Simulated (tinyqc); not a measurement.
Phase shift across the band: Koster-Slater impurity in a tight-binding band, by Green functions and by supercells. Computed by tinyqc, a small Python program. Command: `OMP_NUM_THREADS=1 python tinyqc.py 3001817 3001818 out.jsonl kosterslater walk`. One thread of a shared host (Intel(R) Xeon(R) Processor @ 2.30GHz), about 0.06 s of CPU time with the checks.

One orbital per site, e(k) = -2 t sum cos(k_i) over 3 direction(s), band from -6 t to 6 t, lattice constant 1. One site has the extra energy U. Spin is left out.

Inputs (values chosen for the exercise, for a model band): hopping t = 0.43 eV; impurity potential U = 2.57 eV; broadening eta = 0.065 eV.

Lattice: simple cubic.

Method:
- Outside the band G0(E) = (1/pi) int_0^pi dk (2/(pi z)) K(16 t^2/z^2), z = E + 2 t cos k, K the complete elliptic integral with parameter m; 200 Gauss-Legendre points.
- A bound state solves 1/U = G0(E).
- Bisection in ln(distance from the edge) between 1e-5 t and |U| + t. Weight on the impurity site: -1/(U^2 dG0/dE), by a central difference with step min(1e-4 t, distance/30). Decay length along an axis: 1/arccosh(1 + distance/(2 t)).
- Inside the band G0(z), z = E + i eta, comes from the chain form 1/(sqrt(y - 2t) sqrt(y + 2t)) (principal roots) at y = z + 2 t cos k + 2 t cos k', averaged over k and k' in (0, pi) with 200 Gauss-Legendre points each.
- delta/pi = -arg(1 - U G0)/pi counts the states added below E (Friedel); host DOS = -Im G0/pi, DOS on the impurity = -Im[G0/(1 - U G0)]/pi; 13 evenly spaced energies from -(band edge + |U| + 2t) to +(band edge + |U| + 2t).

distance from the band edge = 0.466967 eV

level E_b = 3.04697 eV

Across the spectrum:
```
E (eV)   Re G0 (1/eV)  host DOS (1/eV)  DOS on the impurity (1/eV)  delta/pi
-6.0100      -0.17192          0.00063                      0.0003  -0.00113
-5.0083      -0.20961          0.00096                      0.0004  -0.00160
-4.0067      -0.27069          0.00167                      0.0006  -0.00253
-3.0050      -0.39694          0.00431                      0.0011  -0.00548
-2.0033      -0.60881          0.08394                      0.0119  -0.08224
-1.0017      -0.66314          0.23809                      0.0216  -0.19671
0.0000        0.00000          0.32150                      0.0415  -0.38295
1.0017        0.66314          0.23809                      0.0568  -0.61178
2.0033        0.60881          0.08394                      0.1079  -0.72110
3.0050        0.39694          0.00431                      2.6668  -0.66696
4.0067        0.27069          0.00167                      0.0180  -0.01411
5.0083        0.20961          0.00096                      0.0045  -0.00535
6.0100        0.17192          0.00063                      0.0020  -0.00292
```

delta/pi starts and ends near zero (-0.001 and -0.003): the impurity moves states but creates none. delta/pi is negative in the band, down to -0.72 among these rows (-1 just below the level for small eta), and the lost state returns at the level above the band (3.047 eV).

Extremes, crossings and ranges named in words are read from the listed rows.
